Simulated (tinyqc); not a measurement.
Inside a calculation. Model: single-domain magnet: Stoner-Wohlfarth switching, Neel-Arrhenius retention, LLG dynamics and spin torque. Computed by tinyqc, a small Python program that keeps every step. Command: `OMP_NUM_THREADS=1 python tinyqc.py 3016958 3016959 out.jsonl macro walk`. One thread of a shared host (Intel(R) Xeon(R) Processor @ 2.30GHz), about 0.04 s of CPU time with the checks. Intermediate numbers are printed to about 7 digits and carried at full precision; extremes and crossings named in words are read from the listed rows.

The moment is uniform, with unit vector m; z is the easy axis. mu_0 = 1.25663706212e-6 T m/A, gamma = 1.76085963023e11 rad/(s T).

Inputs (values chosen for the exercise, for a model magnet):
```
quantity                            value     unit
saturation magnetisation M_s          758     kA/m
diameter d                             30       nm
thickness t                           1.4       nm
interface anisotropy K_i            0.605   mJ/m^2
bulk anisotropy K_u                    16   kJ/m^3
exchange stiffness A                   24     pJ/m
temperature T                          77        K
attempt frequency f0                    1      GHz
field angle psi from the easy axis     55  degrees
reversing field h = H/H_K            0.38        -
waiting time t_w                      100        s
damping alpha                       0.011        -
spin-torque efficiency eta           0.78        -
drive I/I_c0                          2.9        -
time step times gamma mu_0 H_K        0.1        -
```

Shape: thin disc, easy axis normal to it.

Constants: k_B = 1.380649e-23 J/K; e = 1.602176634e-19 C; hbar = 1.054571817e-34 J s.

## Effective anisotropy

The disc is treated as an oblate spheroid with p = t/d: N_z = [1 - p arccos(p)/sqrt(1 - p^2)]/(1 - p^2); V = pi d^2 t/4; K_eff = K_u + K_i/t + K_shape, K_shape = -(mu_0 M_s^2/4)(3 N_z - 1); mu_0 H_K = 2 K_eff/M_s.

demagnetising factor N_z = 0.9308243

volume V = 989.6017 nm^3

K_shape = -323.5496 kJ/m^3

K_eff = 124.5932 kJ/m^3

anisotropy field mu_0 H_K = 0.3287421 T

Shape works against the easy axis and takes 72 % of the other terms. Caution: a flat cylinder has a smaller N_z than the spheroid of the same t/d, so K_eff of a real disc is larger.

## Retention at zero field

Delta = K_eff V/(k_B T); tau = exp(Delta)/f0; probability of a flip within t_w: P = 1 - exp(-t_w/tau). Wall width parameter sqrt(A/K_eff); a two-domain state costs 4 sqrt(A K_eff) times the cross-section that the wall cuts (d t).

stability factor Delta = 115.9794

log10 of tau in s = 41.36922

probability of a flip = 4.273448e-40

wall parameter = 13.87901 nm

barrier of the wall path / k_B T = 273.2676

Ten years (3.15e8 s) need Delta > 40.3 for tau alone; this element has 116.0. Coherent rotation is the cheaper path.

## Barrier in a tilted field

Energy over K_eff V: e(theta) = sin^2(theta) + 2 h cos(theta - psi) for m at the angle theta from +z and a field that points at psi from -z (it pulls m away from +z towards negative theta); h_sw = (cos^(2/3) psi + sin^(2/3) psi)^(-3/2). The metastable minimum and the saddle are the two roots of e'(theta) = sin(2 theta) - 2 h sin(theta - psi) on either side of theta_c = -arctan(tan^(1/3) psi).

switching field h_sw = 0.5103773

minimum theta = -24.13917 degrees

saddle theta = -71.04100 degrees

barrier / (K_eff V) = 0.1368429

barrier / (k_B T) = 15.87095

The form (1 - h/h_sw)^n reproduces this barrier with n = 1.457; n is 2 for a field on the axis, and the approach to h_sw has the exponent 3/2 off the axis.

## Switching field against angle and time

Switching field at T: the h at which the exact barrier equals ln(f0 t_w/ln 2) k_B T (0 if the zero-field barrier is lower). Sharrock form: h_sw [1 - (ln(f0 t_w/ln 2)/Delta)^(1/n)], n = 0.86 + 1.14 h_sw.

Fields over H_K:
```
psi (degrees)  h_sw at T = 0  thermal, exact barrier  thermal, Sharrock form
1                  0.9070741               0.5135244               0.4977455
10                 0.6738054               0.4198550               0.4067993
20                 0.5736493               0.3661805               0.3616597
30                 0.5240165               0.3377013               0.3377099
45                 0.5000000               0.3235552               0.3257172
60                 0.5240165               0.3377013               0.3377099
75                 0.6146585               0.3888357               0.3806388
89                 0.9070741               0.5135244               0.4977455
```

At T = 0 the field is least at 45 degrees, H_K/2, and symmetric about it. Thermal help lowers it to 57 % at 1 degree and 65 % at 45 degrees; the Sharrock form misses the exact barrier by at most about 0.016 H_K, at psi = 1 (and its mirror angle).

## Spin-transfer switching

For axial symmetry and a polariser along z: I_c0 = (4 e alpha/(hbar eta)) K_eff V; relaxation time tau_D = (1 + alpha^2)/(alpha gamma mu_0 H_K); thermal start angle theta_0 = 1/sqrt(2 Delta); switching time about tau_D ln(pi/(2 theta_0))/(I/I_c0 - 1); precession frequency gamma mu_0 H_K/(2 pi (1 + alpha^2)).

critical current I_c0 = 10.56689 microampere

Delta/I_c0 = 10.97574 1/microampere

tau_D = 1.570651 ns

switching time, estimate = 2.624528 ns

precession frequency = 9.211866 GHz

## One LLG step

In the time s = gamma mu_0 H_K t: (1 + alpha^2) dm/ds = -m x b - alpha m x (m x b) + a [m x (m x z) - alpha m x z], b = m_z z, a = alpha I/I_c0; Heun steps (Euler predictor, mean of the two slopes) without renormalising; start m = (sin theta_0, 0, cos theta_0), theta_0 = 1/sqrt(2 Delta).

m at the start: 0.0656119  0.0000000  0.9978452

first slope: 0.00136972  0.06548559  -0.00009006

predictor: 0.0657488  0.0065486  0.9978362

second slope: -0.00516332  0.06575842  -0.00009134

m after the step: 0.0654222  0.0065622  0.9978361

## Exact time to the equator

The polar equation dm_z/dt = -(1 - m_z^2)(i - m_z)/tau_D, i = I/I_c0, integrates to t = tau_D [F(cos theta_0) - F(0)], F(z) = -ln(1 - z)/(2 (i - 1)) + ln(1 + z)/(2 (i + 1)) + ln(i - z)/(i^2 - 1), theta_0 = 1/sqrt(2 Delta).

time to m_z = 0 = 2.587838 ns

The linear estimate is 1.01 times this.

## The trajectory

Run until m_z <= 0 (time by linear interpolation), |m|^2 leaves 1 by more than 1, or three exact times have passed; the run counts as sound if the time is within 3 % of the exact one.

Every few steps:
```
step    t (ns)         m_x         m_y         m_z       |m|
0     0.000000   0.0656119   0.0000000   0.9978452  1.000000
149   0.257399  -0.0609763   0.0659819   0.9959670  1.000011
298   0.514797  -0.0144736  -0.1221160   0.9924420  1.000031
447   0.772196   0.1463365   0.0828882   0.9858261  1.000069
596   1.029595  -0.1945832   0.1220001   0.9734094  1.000136
745   1.286993  -0.0993866  -0.2965095   0.9501103  1.000253
894   1.544392   0.3559677  -0.2292495   0.9064269  1.000439
1043  1.801790   0.5595803  -0.0893810   0.8247860  1.000695
1192  2.059189   0.1023569  -0.7329221   0.6739831  1.000952
1341  2.316588   0.7935625   0.4551044   0.4065644  1.001077
1487  2.568804  -0.8739140  -0.4883152  -0.0009463  1.001089
```

time to m_z = 0 by the steps = 2.568292 ns

largest drift of |m| = 0.001088551

The steps give 0.9924 of the exact time, with |m| kept to 0.0011.

Checks made by the program: the barrier at psi -> 0 against (1 - h)^2 (relative difference 2e-07); the closed form against quadrature (relative difference below 1e-10).
